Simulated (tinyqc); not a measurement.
Worked calculation: plane-wave Kohn-Sham cycle with exchange-only LDA in a layered model solid. One step of it, computed by the program tinyqc.

Question. Iteration 2: levels at that k. Diagonalise the Hermitian matrix.

H (hartree), lower triangle:
```
           -3         -2         -1         +0         +1         +2        +3
-3   1.097267
-2  -0.113581   0.349633
-1   0.005183  -0.113581  -0.065720
+0   0.001772   0.005183  -0.113581  -0.148790
+1   0.000648   0.001772   0.005183  -0.113581   0.100421
+2  -0.000014   0.000648   0.001772   0.005183  -0.113581   0.681915
+3  -0.000031  -0.000014   0.000648   0.001772   0.005183  -0.113581  1.595690
```

Give: eigenvalues.

Answer.

eigenvalues (hartree): -0.2578  -0.0441  0.1333  0.3644  0.6902  1.1146  1.6098
